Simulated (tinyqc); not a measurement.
Well width from the intersubband spacing.

Question. In an empty well of width L and depth Vb, level k solves kw L/2 = (k - 1) pi/2 + arctan(sqrt((mw/mb)(Vb - E)/E)) with kw = sqrt(mw E/C), C = hbar^2/(2 m0). Find L, E1 and E2 from the spacing.

Values chosen for this exercise; material values close to those of GaN in AlGaN:
- mw = 0.199 m0 (mass along z in the well)
- mb = 0.253 m0 (mass along z in the barriers)
- Vb = 0.407 eV (barrier height)

Constants: q = 1.602176634e-19 C, hbar = 1.054571817e-34 J s, m0 = 9.1093837015e-31 kg, hbar^2/(2 m0) = 0.0380998212 eV nm^2. Results are converted to the units shown.

E2 - E1 = 16.289360 meV

Answer. Both levels are solved for trial widths until their difference matches. A second level is bound only for L above 2.15 nm, and over that range one width gives this spacing.

L = 17.10 nm
E1 = 5.434 meV
E2 = 21.72 meV

Numbers from tinyqc (`OMP_NUM_THREADS=1 python tinyqc.py 2140035 2140036 out.jsonl`; about 0.2 s on one thread of a shared Intel Xeon 2.30GHz).
